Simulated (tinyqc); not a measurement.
Bond length, ionicity and dielectric constant: Penn model of the dielectric constant and Phillips ionicity.

n = 32/a^3; Ep^2 = 8 pi c e2 n with c = hbar^2/2m0, e2 = e^2/(4 pi eps0); EF = c (3 pi^2 n)^(2/3); eps = 1 + (Ep/Eg)^2 S with S = 1 - Eg/(4 EF) + (Eg/(4 EF))^2/3, Eg the Penn gap. Core d shells are left out.

Phillips: bond length d = sqrt(3) a/4; homopolar gap Eh = 39.74 d^(-2.48) eV (d in angstrom); Eg^2 = Eh^2 + C^2; ionicity fi = C^2/Eg^2.

Constants: hbar^2/2m0 = 3.80998211 eV angstrom^2; e^2/(4 pi eps0) = 14.39964547 eV angstrom.

Each case gives a and C, chosen for the exercise.

Results:
```
case          a (angstrom)  C (eV)  Eh (eV)  Eg (eV)  Ep (eV)    eps     fi
near ZnSe            5.650    6.03     4.32     7.42    15.64   4.77  0.661
near GaSb            6.084    2.01     3.60     4.12    14.00  11.38  0.238
near AlN             4.380    7.45     8.13    11.02    22.92   4.73  0.457
near AlAs            5.671    2.89     4.28     5.17    15.55   9.08  0.313
near InSb            6.505    2.20     3.05     3.76    12.66  11.17  0.343
near diamond         3.567    0.00    13.52    13.52    31.18   5.72  0.000
```

eps runs from 4.73 (near AlN) to 11.38 (near GaSb). Eg varies by a factor 3.60 and Ep by 2.46; the order of eps is not simply the reverse order of Eg, since Ep varies too. Without the d-shell correction the model runs low for the heavier compounds.

tinyqc: `OMP_NUM_THREADS=1 python tinyqc.py 1650676 1650677 out.jsonl`; about 0.01 s, one thread, shared Intel(R) Xeon(R) Processor @ 2.30GHz.
